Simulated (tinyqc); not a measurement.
## Series resistance and length offset from two lengths at two overdrives

Inverse problem. In strong inversion R W = Rsd + k(x)(L - dL), k(x) = (1 + th1 x)/(mu0 Cox x), x the overdrive, Cox = eps0 eox/tox, with Rsd and dL independent of x. Find dL, Rsd, mu0 and th1.

Values chosen for this exercise: relative permittivity of the gate insulator (close to silicon dioxide) eox = 3.9; insulator thickness tox = 5.5 nm.

Constants: eps0 = 8.8541878128e-14 F/cm where lengths are in cm. Results are converted to the units shown.

total resistance times width (ohm um):
```
                  L = 0.098 um  L = 0.3 um
overdrive 0.48 V    1591.49452  5216.39567
overdrive 1.16 V    793.972115  2454.24489
```

Answer. At each overdrive R W is a straight line in L; the two lines cross at L = dL, R W = Rsd. Their slopes give k x = (1 + th1 x)/(mu0 Cox), a straight line in x.

dL = 0.01600 um
Rsd = 120.0 ohm um
mu0 = 200.0 cm^2/(V s)
th1 = 0.1700 1/V

Program tinyqc, `OMP_NUM_THREADS=1 python tinyqc.py 2210091 2210092 out.jsonl`; Intel Xeon 2.30GHz, shared host, one thread, about 0.02 s.
